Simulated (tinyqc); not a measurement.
Length of a molecular wire: coherent transport through a tight-binding bridge. Computed by the program tinyqc. T = Gamma_L Gamma_R |G_1n|^2 with the self-energies of semi-infinite chains.

A uniform bridge between two chains:
```
parameter                        value
site energy (eV)              0.290000
hopping in the bridge (eV)    0.500000
lead hopping (eV)             2.740000
couplings (eV)              1.02, 0.43
E (eV)                        0.160000
```

Transmission against length:
```
sites           T    ln T
2      3.6788e-01  -1.000
3      4.1026e-01  -0.891
4      4.1446e-01  -0.881
5      3.6478e-01  -1.008
6      4.6923e-01  -0.757
7      3.3538e-01  -1.093
9      3.2313e-01  -1.130
10     5.2280e-01  -0.649
```

Estimate the missing row, sites = 8.

Computed row:
```
sites           T    ln T
8      5.1327e-01  -0.667
```

E lies inside the band of the bridge (|E - e|/2h = 0.130 < 1): T does not decay but oscillates with length, between 0.323 and 0.523 here, as levels of the bridge pass E.
